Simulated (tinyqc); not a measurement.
# Surface potential of a MOS transistor: implicit equation and explicit approximations: effects of single changes

p-type body, charge-sheet picture, depletion and inversion only, full ionisation (an idealisation for deep acceptors), Boltzmann statistics (rough once Na exp(x - xn) passes about Nc/7). In units of Vt: xg = (Vg - Vfb)/Vt, x = psi/Vt, G = gamma/sqrt(Vt), xn = (2 phiF + Vc)/Vt. The implicit equation is (xg - x)^2 = G^2 [x - 1 + exp(x - xn)] for x above about 3. Cox = eps0 eox/tox.

Values chosen for this exercise; band and dielectric values close to those of silicon:
- T = 300 K (temperature)
- Eg = 1.12 eV (band gap)
- eps_r = 11.9 (relative permittivity)
- Nc = 2.81e19 cm^-3 (conduction-band density of states at T)
- Nv = 2.64e19 cm^-3 (valence-band density of states at T)
- eox = 3.9 (relative permittivity of the gate insulator (close to silicon dioxide))
- tox = 3.9 nm (insulator thickness)
- Na = 1.3e18 cm^-3 (acceptor density)
- Vfb = -0.49 V (flat-band voltage)
- Vc = 1 V (channel-body voltage)
- Vg = 2.23 V (gate-body voltage)

Constants: q = 1.602176634e-19 C, kB = 1.380649e-23 J/K, Vt = kB T/q, eps0 = 8.8541878128e-14 F/cm where lengths are in cm. Results are converted to the units shown.

Each table varies one quantity; the others keep the values above.

## Accuracy of the approximations against gate voltage

ni = sqrt(Nc Nv) exp(-Eg/(2 Vt)), Eg in volts; phiF = Vt ln(Na/ni); gamma = sqrt(2 q eps0 eps_r Na)/Cox; VT = Vfb + Vt (xn + G sqrt(xn - 1)). Depletion value a = 1 + [sqrt(G^2/4 + xg - 1) - G/2]^2; inversion value b = xn + ln[(xg - xn)^2/G^2 - xn + 1] and first guess y = min(a, b) - ln(1 + exp(-|a - b|)) if a > xn + 1, else b = y = a; one second-order correction with D = exp(y - xn), p = 2 (xg - y) + G^2 (1 + D), w = (xg - y)^2 - G^2 (y - 1 + D): z = y + 2 w/(p + sqrt(p^2 - 2 (2 - G^2 D) w)), or the Newton step z = y + w/p where the root is not real. N_inv = (Cox Vt G/q) [sqrt(x - 1 + exp(x - xn)) - sqrt(x - 1)] at the root. Lambert form (Cox m Vt/q) W0[(G/(2 m sqrt(xn - 1))) exp((Vg - VT)/(m Vt))], m = 1 + G/(2 sqrt(xn - 1)). Errors under 1e-4 mV, and the linear form below VT, are printed as 0.

Accuracy of the approximations against gate voltage:

| Vg (V) | psi (V) | x - xn | error of y (mV) | error of z (mV) | N_inv (cm^-2) | Cox (Vg - VT)/q (cm^-2) | Lambert form (cm^-2) |
|---|---|---|---|---|---|---|---|
| 2.11 | 1.647 | -12.20 | 0 | 0 | 2.106e5 | 0 | 1.718e5 |
| 2.31 | 1.803 | -6.193 | 0.0116 | 0 | 8.199e7 | 0 | 7.634e7 |
| 2.51 | 1.955 | -0.2827 | 4.12 | -2.72e-3 | 2.893e10 | 0 | 2.895e10 |
| 2.71 | 2.035 | 2.781 | 14.8 | -1.22 | 5.798e11 | 1.083e12 | 5.883e11 |
| 2.91 | 2.061 | 3.809 | 10.5 | -0.393 | 1.500e12 | 2.188e12 | 1.521e12 |
| 3.11 | 2.076 | 4.395 | 7.95 | -0.156 | 2.499e12 | 3.293e12 | 2.534e12 |
| 3.31 | 2.087 | 4.812 | 6.53 | -0.0824 | 3.529e12 | 4.399e12 | 3.577e12 |
| 3.51 | 2.096 | 5.139 | 5.61 | -0.0509 | 4.576e12 | 5.504e12 | 4.635e12 |
| 3.71 | 2.103 | 5.410 | 4.96 | -0.0346 | 5.632e12 | 6.609e12 | 5.703e12 |

What does the table show?

psi rises from 1.65 to 2.10 V and ends 5.4 Vt above 2 phiF + Vc. Among the rows the first guess is off by at most 15 mV (at Vg = 2.71 V) and the corrected value by at most 1.2 mV. In the last row the linear form is 17 % above N_inv and the Lambert form 1.3 % above it; in the first row the Lambert form is 18 % below it. For Vg = 2.71, 2.91, 3.11, 3.31, 3.51, 3.71 the electron quasi-Fermi level lies less than 2 Vt below the band edge at the surface, or above it, where degeneracy and confinement, left out, matter.

## Effect of the acceptor density at fixed gate voltage

Same model as above.

Vfb is held fixed.

Effect of the acceptor density at fixed gate voltage:

| Na (cm^-3) | psi (V) | x - xn | error of y (mV) | error of z (mV) | N_inv (cm^-2) | Cox (Vg - VT)/q (cm^-2) | Lambert form (cm^-2) |
|---|---|---|---|---|---|---|---|
| 4.3e16 | 1.968 | 7.010 | 11.9 | -0.649 | 3.110e12 | 4.161e12 | 3.246e12 |
| 8.5e16 | 1.982 | 6.213 | 11.6 | -0.596 | 2.598e12 | 3.547e12 | 2.694e12 |
| 1.7e17 | 1.995 | 5.307 | 12.1 | -0.676 | 1.910e12 | 2.743e12 | 1.968e12 |
| 3.3e17 | 2.000 | 4.172 | 14.6 | -1.35 | 1.054e12 | 1.731e12 | 1.080e12 |
| 6.5e17 | 1.964 | 1.417 | 4.82 | -0.0127 | 1.105e11 | 3.517e11 | 1.120e11 |
| 1.3e18 | 1.740 | -8.604 | 1.05e-3 | 0 | 7.487e6 | 0 | 6.663e6 |
| 2.5e18 | 1.472 | -20.28 | 0 | 0 | 95.64 | 0 | 53.70 |

Read the table: what changes, and by how much?

As Na goes from 4.3e16 to 2.5e18, psi goes from 1.97 through a maximum of 2.00 (at Na = 3.3e17 among the rows listed) to 1.47 V, x - xn falls from 7.01 to -20.3 and N_inv falls from 3.11e12 to 95.6 cm^-2. The Lambert form lies between 0.561 and 1.04 times N_inv. For Na = 4.3e16, 8.5e16, 1.7e17, 3.3e17 the electron quasi-Fermi level lies less than 2 Vt below the band edge at the surface, or above it, where degeneracy and confinement, left out, matter.

Numbers from tinyqc (`OMP_NUM_THREADS=1 python tinyqc.py 2122039 2122040 out.jsonl`; about 0.01 s on one thread of a shared Intel Xeon 2.30GHz).
